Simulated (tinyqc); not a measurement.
## Read current of a NAND string, cells in series solved by shooting: read current against the number of cells

Cells in series, numbered from 0 at the source line (0 V) to the bit line, each followed by a gap resistance Rg. A cell with gate Vg, threshold VT, source Vs and drain Vd passes I = 2 nf K Vt^2 [F(Vs) - F(Vd)]/(1 + th max(Vg - VT, 0)), F(V) = ln^2(1 + exp((Vg - VT - nf V)/(2 nf Vt))). The selected cell has Vg = Vr, the others Vg = Vp.

For a trial current I start at 0 V and, cell by cell, solve for the drain: sqrt(F(Vd)) = sqrt(F(Vs) - I/k), k = 2 nf K Vt^2/(1 + th max(Vg - VT, 0)), Vd = [Vg - VT - 2 nf Vt ln(exp(sqrt F) - 1)]/nf, then add I Rg. The string current is the I for which the last node reaches Vbl. The apparent threshold is the Vr at which I = Is. Background: all other cells erased (VT = Ve) or all in the highest state (VT = Vh); ratio and shift are high over erased and high minus erased. The selected cell is in the middle, cell n/2.

Parameters, values chosen for the exercise; values of the order met in vertical NAND strings:
```
symbol  value    unit                                 meaning
T         300       K                             temperature
K          20  uA/V^2                   gain factor of a cell
nf        1.9                                    slope factor
th       0.07     1/V               mobility reduction factor
Rg        7.2    kohm     resistance of the gap between cells
Vbl       0.5       V                        bit-line voltage
Vp        7.8       V                            pass voltage
Ve       -1.9       V             threshold of an erased cell
Vh        3.6       V          threshold of the highest state
Vx        1.9       V          threshold of the selected cell
Is         50      nA                         sensing current
Vr       3.63       V  read voltage on the selected word line
```

Constants: q = 1.602176634e-19 C, kB = 1.380649e-23 J/K, Vt = kB T/q. Results are converted to the units shown.

Read current against the number of cells:

| n | I, others erased (uA) | I, others high (uA) | ratio | apparent VT, erased (V) | apparent VT, high (V) | background shift (mV) |
|---|---|---|---|---|---|---|
| 8 | 3.004 | 2.233 | 0.7435 | 1.958 | 1.961 | 2.584 |
| 16 | 1.686 | 1.190 | 0.7056 | 1.964 | 1.970 | 5.177 |
| 32 | 0.8975 | 0.6146 | 0.6849 | 1.976 | 1.987 | 10.39 |
| 64 | 0.4635 | 0.3124 | 0.6740 | 2.001 | 2.022 | 20.95 |
| 96 | 0.3124 | 0.2094 | 0.6703 | 2.025 | 2.057 | 31.68 |
| 128 | 0.2356 | 0.1575 | 0.6685 | 2.049 | 2.092 | 42.58 |
| 192 | 0.1580 | 0.1053 | 0.6666 | 2.098 | 2.163 | 64.92 |

With erased neighbours the current falls from 3.00 to 0.158 uA, as n^(-0.83) between the first two rows and n^(-0.99) between the last two (-1 once the series resistance rules). The ratio falls from 0.743 to 0.667 and the background shift rises from 2.58 to 64.9 mV.

Program tinyqc, `OMP_NUM_THREADS=1 python tinyqc.py 2142229 2142230 out.jsonl`; Intel Xeon 2.30GHz, shared host, one thread, about 0.9 s.
